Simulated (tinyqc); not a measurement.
Stacked nanosheet transistor, parasitic resistance, capacitance and delay: one step of the calculation.

Ns sheets share one contact on top; each has perimeter p = 2 (Ws + ts) and cross-section A = Ws ts; contact width Wc = Ws + 10 nm, stack height Hs = Ns pv. Sheet 1 is the top one. Contact length Lc = CPP - Lg - 2 Lsp, shared by two neighbouring gates. Source and drain sides are equal. The formulas are first-order estimates, not field solutions.

Question. Effective current, delay and energy. Ieff = (IH + IL)/2, delay CL Vdd/(2 Ieff), energy CL Vdd^2, with CL the load of an inverter that drives an equal one.

Parameters, values chosen for the exercise: supply voltage Vdd = 0.65 V.

IH = I(Vdd, Vdd/2) = 71.569399 uA
IL = I(Vdd/2, Vdd), solved likewise = 19.561789 uA
CL = 512.80258 aF

Find: Ieff; delay; energy.

Answer.

Ieff = 45.566 uA
delay = 3.6576 ps
energy = 216.66 aJ

tinyqc, about 0.06 s, one thread, Intel Xeon 2.30GHz (shared host): `OMP_NUM_THREADS=1 python tinyqc.py 2170067 2170068 out.jsonl`
